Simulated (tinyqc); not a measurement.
Space-charge-limited current through a thin insulating or semi-insulating film with traps. From one set of inputs to another, one input at a time. Computed by tinyqc, a small Python program. Command: `OMP_NUM_THREADS=1 python tinyqc.py 3008018 3008019 out.jsonl sclc ladder`. One thread of a shared host (Intel(R) Xeon(R) Processor @ 2.30GHz), about 0.02 s of CPU time with the checks.

One ohmic injecting contact at x = 0 (field zero), drift only, non-degenerate free carriers.

The inputs printed are set A. Set A is modelled on an amorphous oxide semiconductor; the values taken over come from a set modelled on amorphous silicon. Inputs not listed in the table keep their values of set A, so the rows need not describe a real material.

Inputs (values chosen for the exercise, modelled on an amorphous oxide semiconductor):
```
quantity,value,unit
permittivity eps,10,-
band mobility mu,14,cm^2/(V s)
effective density of states N_c,5.2e+18,1/cm^3
trap density N_t,5.8e+16,1/cm^3
"equilibrium Fermi level below the band edge, E_0",0.83,eV
thickness d,260,nm
"free density at the anode, in units of N_c",1.3e-06,-
temperature T,250,K
characteristic temperature T_c,900,K
```

Traps: exponential tail.

Constants: k_B = 8.617333262e-05 eV/K; e = 1.602176634e-19 C; eps_0 = 8.8541878128e-12 F/m.

Method:
- Free density n_0 = N_c exp(-E_0/k_B T) in equilibrium; trapped density n_t(n) = N_t (n/N_c)^(T/T_c) (the low-temperature form).
- theta = n/(n + n_t) at the anode density; trap-filled-limit voltage V_TFL = e (N_t - n_t(n_0)) d^2/(2 eps eps_0).
- J = e mu n F and (eps eps_0/e) dF/dx = n - n_0 + n_t(n) - n_t(n_0) = rho(n). With F = J/(e mu n): d = (eps eps_0 J/(e^2 mu)) I_1 and V = (eps eps_0 J^2/(e^3 mu^2)) I_2, I_k = int_(n_L)^infinity dn/(n^(k+1) rho(n)), n_L the density at the anode; with u = n_L/n, 200 Gauss-Legendre points in t, u = 1 - (1 - t)^2.
- Anode field J/(e mu n_L); Mott-Gurney current (9/8) eps eps_0 mu V^2/d^3; ohmic current e n_0 mu V/d.

Each row keeps all changes above it:
```
input moved,from,to,current density J (A/cm^2),theta,V_TFL (V)
set A,-,-,0.1238,0.00500,3.547
"free density at the anode, in units of N_c",1.3e-06,4.2e-07,0.0290,0.00222,3.547
band mobility mu (cm^2/(V s)),14,4.8,0.0100,0.00222,3.547
trap density N_t (1/cm^3),5.8e+16,1.6e+16,0.0028,0.00800,0.979
permittivity eps,10,11.8,0.0024,0.00800,0.829
temperature T (K),250,300,0.0011,0.01790,0.829
thickness d (nm),260,400,0.0017,0.01790,1.963
characteristic temperature T_c (K),900,1600,0.0121,0.00214,1.958
```

Where does the difference come from?

Current density J goes from 0.124 to 0.0121, a factor 0.0981 in all. The largest single move comes from characteristic temperature T_c (a factor 7.14), but it runs against the net change; the largest move in the direction of the net change is free density at the anode, in units of N_c (a factor 0.235). Theta goes from 0.00500 to 0.00214, a factor 0.427 in all. The largest single move comes from characteristic temperature T_c (a factor 0.119), and trap density N_t works against it (a factor 3.60). V_TFL goes from 3.55 to 1.96, a factor 0.552 in all. The largest single move comes from trap density N_t (a factor 0.276), and thickness d works against it (a factor 2.37). The single moves hold for this order of the switches; the total does not depend on the order.

Caution (all rows): V is below 10 k_B T/e, where diffusion from the contact, left out here, dominates.

Extremes, crossings and ranges named in words are read from the listed rows.
